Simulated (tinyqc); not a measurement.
Thermal stress, cracking, delamination and buckling of a thin film; Griffith cracks and misfitting inclusions: one step, computed by the program tinyqc. Command: `OMP_NUM_THREADS=1 python tinyqc.py 3017953 3017954 out.jsonl filmcrack walk`. One thread of a shared host (Intel(R) Xeon(R) Processor @ 2.30GHz), about 0.01 s of CPU time with the checks.

Isotropic linear elasticity; the substrate is much thicker than the film; stress is positive in tension.

Question. A misfitting inclusion. Film material fills a long cylinder of radius R in the substrate, with the misfit e = thermal strain (it wants to shrink if e > 0). With the axial strain held by the substrate, s0 = (1 + nu) e/[(1 + nu)(1 - 2 nu)/E + (1 + nu_s)/E_s]; inside s_rr = s_tt = s0 and s_zz = E e + 2 nu s0; outside s_rr = s0 (R/r)^2, s_tt = -s_rr. Keep-out radius: where |s_rr| falls to 10 MPa (R if it is lower at the wall).

Inputs (values chosen for the exercise, modelled on a GaN film on silicon):
```
quantity                       value        unit
film Young's modulus E           302         GPa
film Poisson ratio nu           0.19           -
deposition temperature T_d      1125           K
final temperature T              300           K
substrate Young's modulus E_s    140         GPa
substrate Poisson ratio nu_s    0.24           -
inclusion radius R               0.3  micrometre
```

Inclusion: long cylinder (a filled via).

thermal strain = 0.00192225

Give: radial stress at the wall s0; mean stress inside; keep-out radius.

Answer.

radial stress at the wall s0 = 202.4 MPa

mean stress inside = 354.1 MPa

keep-out radius = 1.350 micrometre

The stress does not depend on R; its reach scales with R. Hydrostatic tension inside drives voids to form.
